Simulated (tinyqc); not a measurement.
Strain-driven crossing of the Gamma and L valleys in a germanium-like crystal alloyed with tin: one step. Gaps of the unstrained alloy. Two cases, with inputs chosen for the exercise.

Problem. Give both gaps, their difference, and the y at which they cross (the root of a quadratic between 0 and 0.3).

With tin the unstrained gaps become E(y) = (1 - y) E + y EgS - CS y (1 - y); all other values are kept.

Case 1.

Values chosen (near those of Ge, gaps at low temperature; the results hold for these values, not for the real material): Eg = 0.903 eV (gap at Gamma to the s-like level); EgL = 0.737 eV (gap to L); EgS = (-0.409, 0.089) eV (Gamma and L gaps of the tin end); CS = (2.9, 1.13) eV (bowing of the Gamma and L gaps); y = 0.059 (tin fraction).

Case 2.

Values chosen (near those of Ge, gaps at low temperature; the results hold for these values, not for the real material): Eg = 0.91 eV (gap at Gamma to the s-like level); EgL = 0.744 eV (gap to L); EgS = (-0.362, 0.067) eV (Gamma and L gaps of the tin end); CS = (2.6, 1.19) eV (bowing of the Gamma and L gaps); y = 0.117 (tin fraction).

Give: Gamma and L gaps; Gamma - L; crossing y.

Solution.

Case 1.

Gamma and L gaps (eV): [0.6646, 0.6360]

Gamma - L = 0.0286 eV
crossing y = 0.0720

Without strain the alloy is indirect.

Case 2.

Gamma and L gaps (eV): [0.4926, 0.5419]

Gamma - L = -0.0493 eV
crossing y = 0.0883

Without strain the alloy is direct.

Computed by tinyqc, one run a case: `OMP_NUM_THREADS=1 python tinyqc.py N N+1 out.jsonl` with N = 1051596, 1080027; one thread of a shared Intel(R) Xeon(R) Processor @ 2.30GHz, about 0.01 s a run at most.
